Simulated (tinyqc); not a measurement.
Classical nucleation, growth and JMAK kinetics of crystallisation from a melt or glass: one step, computed by the program tinyqc.

A spherical nucleus cap on a flat wall with a sharp interface of isotropic energy gamma; lambda = Omega^(1/3) is the jump distance.

Task: Critical nucleus. Driving force per volume: dG = H [(T_m - T)/T_m] [2 T/(T_m + T)]. Shape factor f = (2 + cos theta)(1 - cos theta)^2/4. W(r) = f [4 pi r^2 gamma - (4/3) pi r^3 dG]; r* = 2 gamma/dG; W* = f 16 pi gamma^3/(3 dG^2); n* = f (4/3) pi r*^3/Omega.

Inputs (values chosen for the exercise, for a model substance):
```
quantity                      value        unit
melting point T_m              1070           K
heat of melting per volume H   2570      J/cm^3
interface energy gamma        0.255       J/m^2
atomic volume Omega              13  angstrom^3
temperature T                   723           K
contact angle theta             135     degrees
```

Nucleation: on a flat wall. Driving force: Thompson-Spaepen.

Constants: e = 1.602176634e-19 C; k_B = 1.380649e-23 J/K.

Give: driving force dG; shape factor f; critical radius r*; barrier W*; atoms in the nucleus n*; W*/(k_B T).

Result:

driving force dG = 672.15 J/cm^3

shape factor f = 0.94194

critical radius r* = 0.75876 nm

barrier W* = 3.6153 eV

atoms in the nucleus n* = 132.58

W*/(k_B T) = 58.028

The wall leaves r* unchanged and cuts the barrier to 94.2 % of the homogeneous value. W* equals n* Omega dG/2 = 3.615 eV.
